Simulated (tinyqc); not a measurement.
Plane-wave Kohn-Sham cycle with exchange-only LDA in a layered model solid, step by step. One step of it, computed by the program tinyqc.

Problem. Iteration 1: potential. V_H(G) = 4 pi rho(G)/G^2 for G != 0 (uniform background); v_x = -(3 rho/pi)^(1/3); V = V_ext + V_H + v_x; Fourier components f(G_m) = (1/N) sum_j f(x_j) exp(-i G_m x_j).

A solid whose potential varies along x alone (atomic units):
```
parameter                      value
period a                    5.500000
cross-section of the cell  12.000000
electrons per cell                 2
grid points                       16
plane waves -n..n, n               3
k points                           1
V1 in V1 cos(2 pi x/a)     -0.290000
V2 in V2 cos(4 pi x/a)     -0.300000
```

density at the start, on the grid x_j = j a/N (e/bohr^3): [0.03030303, 0.03030303, 0.03030303, 0.03030303, 0.03030303, 0.03030303, 0.03030303, 0.03030303, 0.03030303, 0.03030303, 0.03030303, 0.03030303, 0.03030303, 0.03030303, 0.03030303, 0.03030303]

Give: Potentials on the grid; V(G_m), m = 0, 1, 2, ....

Solution.

Potentials on the grid (hartree):
```
x       V_ext    V_H     v_x       V
0.000  -0.590  0.000  -0.307  -0.897
0.344  -0.480  0.000  -0.307  -0.787
0.688  -0.205  0.000  -0.307  -0.512
1.031   0.101  0.000  -0.307  -0.206
1.375   0.300  0.000  -0.307  -0.007
1.719   0.323  0.000  -0.307   0.016
2.062   0.205  0.000  -0.307  -0.102
2.406   0.056  0.000  -0.307  -0.251
2.750  -0.010  0.000  -0.307  -0.317
3.094   0.056  0.000  -0.307  -0.251
3.438   0.205  0.000  -0.307  -0.102
3.781   0.323  0.000  -0.307   0.016
4.125   0.300  0.000  -0.307  -0.007
4.469   0.101  0.000  -0.307  -0.206
4.812  -0.205  0.000  -0.307  -0.512
5.156  -0.480  0.000  -0.307  -0.787
```

V(G_m), m = 0, 1, 2, ... (hartree): [-0.307, -0.145, -0.150, 0.000, 0.000, 0.000, 0.000]
